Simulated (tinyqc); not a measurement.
Which pair of peaks is best: composition and strain of an epitaxial Si(1-x)Ge(x) layer from Raman and X-ray peaks. Computed by tinyqc, a small Python program. Command: `OMP_NUM_THREADS=1 python tinyqc.py 3012551 3012552 out.jsonl epiraman walk`. One thread of a shared host (Intel(R) Xeon(R) Processor @ 2.30GHz), about 0.01 s of CPU time with the checks.

A (001) layer, biaxially strained in the plane. The Raman peaks follow empirical lines omega = w0 + c1 x + c3 x^3 + b eps (c3 for Si-Ge alone), with eps the in-plane strain.

Inputs (values chosen for the exercise, modelled on silicon-germanium):

| quantity | value | unit |
|---|---|---|
| Ge fraction x | 0.17 | - |
| Si-Si: c1 | -64.5 | 1/cm |
| Si-Si: strain coefficient b | -750 | 1/cm |
| Si-Ge: c1 | 23.5 | 1/cm |
| Si-Ge: c3 | -35.7 | 1/cm |
| Si-Ge: strain coefficient b | -590 | 1/cm |
| Ge-Ge: c1 | 19.4 | 1/cm |
| Ge-Ge: strain coefficient b | -474 | 1/cm |
| uncertainty of a Raman peak | 0.1 | 1/cm |

Substrate: relaxed alloy buffer.

Method. For each pair invert J = [d omega/dx, d omega/d eps] at the true x. Independent errors of the given size in both peaks give sigma_x and sigma_eps = uncertainty x (norm of the rows of the inverse of J).

Error propagation:

| pair | det J | sigma_x | sigma_eps (per mille) |
|---|---|---|---|
| Si-Si and Si-Ge | 53.359 | 0.0017884 | 0.12678 |
| Si-Si and Ge-Ge | 45.123 | 0.0019662 | 0.14927 |
| Si-Ge and Ge-Ge | 1.7741 | 0.042659 | 1.5870 |

What does the comparison show, and why?

The pair Si-Si and Si-Ge fixes x best (sigma_x = 0.0018) and Si-Ge and Ge-Ge worst (0.043), a factor 24. Strain moves all peaks the same way, so a good pair needs different ratios of composition slope to strain coefficient, best of opposite sign; the slopes here are -64.5, 20.4 and 19.4 per cm for Si-Si, Si-Ge and Ge-Ge. Errors in the coefficients themselves are not counted.

Extremes, crossings and ranges named in words are read from the listed rows.
